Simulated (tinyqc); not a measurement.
Inputs raised by 2 %, one at a time: oxidation of curved silicon (wires and holes): cylindrical Deal-Grove kinetics with stress-retarded reaction. Computed by tinyqc, a small Python program. Command: `OMP_NUM_THREADS=1 python tinyqc.py 3005911 3005912 out.jsonl wireox sens`. One thread of a shared host (Intel(R) Xeon(R) Processor @ 2.30GHz), about 0.05 s of CPU time with the checks.

Silicon fills r > a and oxide b < r < a. One volume of silicon gives 2.25 volumes of oxide, and the length is fixed.

Inputs (values chosen for the exercise, close to those used for silicon in dry oxygen):
```
quantity                       value        unit
prefactor B0                     811      um^2/h
activation energy E_B           1.23          eV
prefactor (B/A)0            5.73e+06        um/h
activation energy E_A              2          eV
starting silicon radius a0        66          nm
starting oxide x_i                 3          nm
viscosity prefactor eta0     1.3e-08        Pa s
viscosity energy E_eta          5.45          eV
critical shear stress s_c         50         MPa
activation volume V_k             11  angstrom^3
temperature T                    875           C
time t                             6           h
```

Shape: hole (concave).

Constants: k_B = 8.617333262e-05 eV/K.

Method:
- B = B0 exp(-E_B/(k_B T)), B/A = (B/A)0 exp(-E_A/(k_B T)), eta = eta0 exp(E_eta/(k_B T)); 1 um = 1000 nm.
- Temperatures in kelvin are T(C) + 273.15.
- Geometry: b^2 = b0^2 - 1.25 (a^2 - a0^2), b0 = a0 - x_i.
- Rate of oxide made per interface area: q = 1/[1/k + 2 a |ln(b/a)|/B], and |da/dt| = q/2.25. Reaction k = (B/A) exp(-sigma V_k/(k_B T)). New oxide pushes the old with radial speed u = 1.25 |da/dt| at r = a; the shear stress at radius r is s_c asinh(z a^2/r^2), z = 2 eta u/(a s_c) (Eyring flow), and the compressive normal stress at the interface is sigma = |int_a^b 2 s/r dr| = s_c |F(z) - F(z a^2/b^2)|, F(y) = int_0^y asinh(w)/w dw. q and sigma are solved together. 1 MPa angstrom^3 = 6.241509e-6 eV.
- Integrate da/dt adaptively (tolerance 1e-8); a wire counts as consumed at a = 0.5 nm and a hole as closed at b = 0.5 nm. Planar reference: x^2 + A x = B t + x_i^2 + A x_i, A = B/(B/A).

Runs; columns: (1) input moved; (2) from; (3) to; (4) oxide thickness (nm); (5) silicon radius a (nm); (6) normal stress at time t (MPa); (7) ratio to the planar thickness:
```
(1)                                     (2)        (3)     (4)     (5)     (6)      (7)
base run                                  -          -  51.926  82.393  970.24  0.99485
prefactor (B/A)0 (um/h)             5730000    5844600  52.699  82.568  993.45  0.99539
prefactor B0 (um^2/h)                   811     827.22  52.035  82.418  973.62  0.99464
starting silicon radius a0 (nm)          66      67.32  51.920  83.828  939.44  0.99474
viscosity prefactor eta0 (Pa s)     1.3e-08  1.326e-08  51.901  82.387  971.41  0.99437
critical shear stress s_c (MPa)          50         51  51.706  82.343  980.51  0.99064
activation volume V_k (angstrom^3)       11      11.22  51.681  82.337  962.44  0.99015
time t (h)                                6       6.12  52.838  82.599  995.88  0.99566
```

Exponents ln(y'/y) / ln(x'/x):
```
input                       oxide thickness  silicon radius a  normal stress at time t  ratio to the planar thickness
prefactor (B/A)0                      0.746             0.107                    1.194                          0.027
prefactor B0                          0.105             0.015                    0.176                         -0.011
starting silicon radius a0           -0.006             0.872                   -1.629                         -0.006
viscosity prefactor eta0             -0.024            -0.004                    0.061                         -0.024
critical shear stress s_c            -0.214            -0.031                    0.532                         -0.214
activation volume V_k                -0.239            -0.034                   -0.407                         -0.239
time t                                0.879             0.126                    1.317                          0.041
```

To which inputs is each result most sensitive?

Among the inputs moved here: oxide thickness answers most in size to time t (exponent +0.879), next to prefactor (B/A)0 (+0.746). Silicon radius a answers most in size to starting silicon radius a0 (exponent +0.872), next to time t (+0.126). Normal stress at time t answers most in size to starting silicon radius a0 (exponent -1.629), next to time t (+1.317). Ratio to the planar thickness answers most in size to activation volume V_k (exponent -0.239), next to critical shear stress s_c (-0.214).

Caution (all rows): the oxide is taken as a purely viscous fluid in steady flow; elasticity, stress-dependent diffusion and thin-oxide enhancement are left out.
